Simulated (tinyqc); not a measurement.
Inside a calculation: strain-driven crossing of the Gamma and L valleys in a germanium-like crystal. Values are carried at full precision from step to step, so a last printed digit may differ when a step is redone from the rounded ones.

Biaxial loads: e0 is the in-plane strain e_par and the normal is free. (001): e_perp = -2 (C12/C11) e_par; exx = eyy = e_par, ezz = e_perp, no shear. (111): e_perp = -(2 C11 + 4 C12 - 4 C44)/(C11 + 2 C12 + 4 C44) e_par; exx = eyy = ezz = (2 e_par + e_perp)/3 and exy = eyz = ezx = (e_perp - e_par)/3. (110): e_perp = -(C11 + 3 C12 - 2 C44)/(C11 + C12 + 2 C44) e_par; exx = eyy = (e_par + e_perp)/2, ezz = e_par, exy = (e_perp - e_par)/2, eyz = ezx = 0. Uniaxial loads: a stress along n, scaled so that n.e.n = e0, with exx = s11 sxx + s12 (syy + szz), exy = s44 sxy/2, s11 = (C11 + C12)/((C11 - C12)(C11 + 2 C12)), s12 = -C12/((C11 - C12)(C11 + 2 C12)), s44 = 1/C44.

Constants: kB = 8.617333262e-05 eV/K; hc = 1239.841984 eV nm.

Inputs chosen for the exercise (near those of Ge, gaps at low temperature; shifted at random, so the results belong to these values and not to a real crystal): C11 = 126.6 GPa; C12 = 47.7 GPa; C44 = 65.6 GPa; load = biaxial (001) (kind of strain); e0 = 0.0055 (size of the strain); Eg = 0.915 eV (gap at Gamma to the s-like level); EgL = 0.73 eV (gap to L); Dso = 0.287 eV (spin-orbit splitting); ac = -8.21 eV (conduction deformation potential); av = 1.26 eV (valence hydrostatic potential); b = -2.57 eV (tetragonal shear potential); d = -5.39 eV (trigonal shear potential); aL = -1.63 eV (hydrostatic potential of the L edge, Xd + Xu/3); XuL = 15.76 eV (uniaxial potential, L); mG = 0.0433 m0 (mass at Gamma); mL = 0.581 m0 (density-of-states mass of the four L valleys together); T = 300 K (temperature).

## The strain tensor for a biaxial (001) load

Form the tensor and its trace.

strain tensor in the cubic axes:
```
          x         y          z
x  0.005500  0.000000   0.000000
y  0.000000  0.005500   0.000000
z  0.000000  0.000000  -0.004145
```

tr(e) = 0.006855

## Band edges

Edges from the unstrained valence top: Gamma at Eg + ac tr(e); an L valley with unit axis u at EgL + aL tr(e) + XuL (u.e.u - tr(e)/3), u along [111], [1-1-1], [-11-1], [-1-11]; valence edges are the levels of the 6 x 6 matrix of X, Y, Z times spin with -Dso/3 + l exx + m (eyy + ezz) on the diagonal (cyclic), n exy off it, l = av + 2 b, m = av - b, n = sqrt(3) d. Spin-orbit term (Dso/3) L.sigma on X, Y, Z with (L_k)_ij = -i epsilon_kij: <X+|H|Y+> = -i Dso/3, <X+|H|Z-> = Dso/3, <Y+|H|Z-> = -i Dso/3, <Z+|H|X-> = -Dso/3, <Z+|H|Y-> = i Dso/3, <X-|H|Y-> = i Dso/3, and their conjugates; + and - are the spin along z.

Give the edges and the direct and indirect gaps from the top valence edge.

Gamma edge = 0.8587 eV

L edges (eV): [111] 0.7188, [1-1-1] 0.7188, [-11-1] 0.7188, [-1-11] 0.7188

valence edges from the top (eV): 0.0373  -0.0161  -0.2823

direct and indirect gap (eV): 0.8214  0.6815

The gap is indirect: Gamma lies 140 meV above the lowest L valley. The top two valence edges are 53 meV apart.

## Electrons in the Gamma valley

Non-degenerate, parabolic: share = mG^(3/2)/(mG^(3/2) + (mL^(3/2)/4) sum_i exp(-(E_Li - E_Gamma)/kT)). Also the offset at which four equal L valleys hold half of the electrons, kT ln((mL/mG)^(3/2)), and the wavelength hc/E of the direct gap.

(mL/mG)^(3/2) = 49.15
share in Gamma = 0.00909 %
offset for an even split = 100.7 meV
wavelength = 1509 nm

With the L valleys as they lie here, Gamma must be 101 meV below the lowest of them to hold half of the electrons at 300 K; it lies 140 meV above. A direct gap alone is not enough.

## Checks

- Gamma and lowest L edge at e0 = 0.02256, where the linear shifts make them meet (eV): both 0.6842.

(tinyqc, `OMP_NUM_THREADS=1 python tinyqc.py 1051286 1051287 out.jsonl`, Intel(R) Xeon(R) Processor @ 2.30GHz, 1 thread, shared host, about 0.01 s.)
